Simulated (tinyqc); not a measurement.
Worked calculation: RKS/PBE0 in the sto-3g basis, for H4, spin multiplicity 1. One step of it, computed by the program tinyqc.

Task: Iteration 1: building the Kohn-Sham matrix. J_ij = sum D_kl (ij|kl), K_ij = sum D_kl (ik|jl); F = H + J - 0.125 K + V_xc; E = tr D H + tr D J / 2 - 0.0625 tr D K + E_xc + E_nn.

D at the start, lower triangle:
```
,1H 1s,2H 1s,3H 1s,4H 1s
1H 1s,0.564189
2H 1s,0.687397,0.848975
3H 1s,-0.040506,0.049168,0.849587
4H 1s,-0.098137,-0.040378,0.687612,0.564114
```

core Hamiltonian H = T + V (hartree), lower triangle:
```
,1H 1s,2H 1s,3H 1s,4H 1s
1H 1s,-1.203999
2H 1s,-0.709136,-1.324906
3H 1s,-0.016907,-0.138264,-1.324580
4H 1s,-0.001130,-0.016870,-0.708131,-1.203578
```

Two-electron integrals (ij|kl) in chemists' order, unique and non-zero (hartree):
```
i,j,k,l,(ij|kl)
1,1,1,1,0.774606
2,1,1,1,0.254201
2,1,2,1,0.111707
2,2,1,1,0.438376
2,2,2,1,0.254201
2,2,2,2,0.774606
3,1,1,1,0.002839
3,1,2,1,0.001524
3,1,2,2,0.004441
3,1,3,1,0.000035
3,2,1,1,0.020552
3,2,2,1,0.011641
3,2,2,2,0.037090
3,2,3,1,0.000329
3,2,3,2,0.003493
3,3,1,1,0.158529
3,3,2,1,0.081606
3,3,2,2,0.239083
3,3,3,1,0.002839
3,3,3,2,0.037090
3,3,3,3,0.774606
4,1,1,1,0.000123
4,1,2,1,0.000068
4,1,2,2,0.000209
4,1,3,1,1.92e-06
4,1,3,2,0.000020
4,1,3,3,0.000209
4,1,4,1,1.18e-07
4,2,1,1,0.001693
4,2,2,1,0.000917
4,2,2,2,0.002832
4,2,3,1,0.000029
4,2,3,2,0.000328
4,2,3,3,0.004431
4,2,4,1,1.91e-06
4,2,4,2,0.000034
4,3,1,1,0.057715
4,3,2,1,0.028843
4,3,2,2,0.081489
4,3,3,1,0.000918
4,3,3,2,0.011623
4,3,3,3,0.253803
4,3,4,1,0.000068
4,3,4,2,0.001519
4,3,4,3,0.111397
4,4,1,1,0.118464
4,4,2,1,0.057780
4,4,2,2,0.158482
4,4,3,1,0.001696
4,4,3,2,0.020542
4,4,3,3,0.438082
4,4,4,1,0.000123
4,4,4,2,0.002832
4,4,4,3,0.253803
4,4,4,4,0.774606
```

nuclear repulsion = 1.61276727 hartree

V_xc (hartree), lower triangle:
```
,1H 1s,2H 1s,3H 1s,4H 1s
1H 1s,-0.318949
2H 1s,-0.132391,-0.343695
3H 1s,-0.001839,-0.017930,-0.343689
4H 1s,-0.000092,-0.001834,-0.132184,-0.318875
```

E_xc = sum of w rho eps_xc = -1.01852164 hartree

Give: Coulomb J; exchange K; Kohn-Sham matrix F; total energy of this density.

Result:

Coulomb J (hartree), lower triangle:
```
,1H 1s,2H 1s,3H 1s,4H 1s
1H 1s,1.4412
2H 1s,0.6553,1.6620
3H 1s,0.0121,0.1185,1.6619
4H 1s,0.0007,0.0121,0.6543,1.4406
```

exchange K (hartree), lower triangle:
```
,1H 1s,2H 1s,3H 1s,4H 1s
1H 1s,0.8813
2H 1s,0.7373,1.0759
3H 1s,0.0207,0.0893,1.0757
4H 1s,-0.0108,0.0206,0.7366,0.8806
```

Kohn-Sham matrix F (hartree), lower triangle:
```
,1H 1s,2H 1s,3H 1s,4H 1s
1H 1s,-0.1919
2H 1s,-0.2784,-0.1411
3H 1s,-0.0092,-0.0489,-0.1408
4H 1s,0.0008,-0.0092,-0.2781,-0.1919
```

total energy of this density = -2.147486 hartree
